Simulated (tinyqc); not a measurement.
Precursor delivery and alloy composition in metal-organic vapour-phase epitaxy: one step, computed by the program tinyqc.

Carrier gas leaves each bubbler saturated. Group-III species cross a boundary layer and react at the surface; element 2 can also desorb. The film is (1)_(1-x) (2)_x V with a zinc-blende cell.

Problem. Transport to the surface. Partial pressure p_i = p F_i/(44615 x total flow in slm); density n_i = p_i/(k_B T), 1 torr = 133.322 Pa; D = D0 (T/273.15)^1.75 (760/p), h = D/delta, the same for both; k_s = prefactor x exp(-energy/(k_B T)); arrival J_i = n_i/(1/h + 1/k_s); in layers per second g_i = J_i a^2/2 (two group-III sites per a^2 on (001)). Temperatures in kelvin are T(C) + 273.15.

Inputs (values chosen for the exercise, close to those used for InGaP from TEGa and TMIn):
```
quantity,value,unit
source 1: bath temperature,20,C
source 2: bath temperature,19,C
total flow,24,slm
reactor pressure p,100,torr
diffusivity D0 at 273.15 K and 760 torr,0.34,cm^2/s
boundary layer delta,1.2,cm
prefactor of the surface rate k_s,2.5e+13,cm/s
energy of k_s,1.82,eV
lattice constant a,5.65,angstrom
growth temperature T,640,C
```

molar flows (micromol/min): F1 6.082336, F2 47.63533

Constants: k_B = 1.380649e-23 J/K; k_B = 8.617333262e-05 eV/K.

Give: densities; h; k_s; arrival rates.

Solution.

densities (1/cm^3): n1 6.0070e+12, n2 4.7045e+13

h = 17.797 cm/s

k_s = 2255.0 cm/s

arrival rates (layers/s): g1 0.16930, g2 1.3259

Growth is transport-limited.
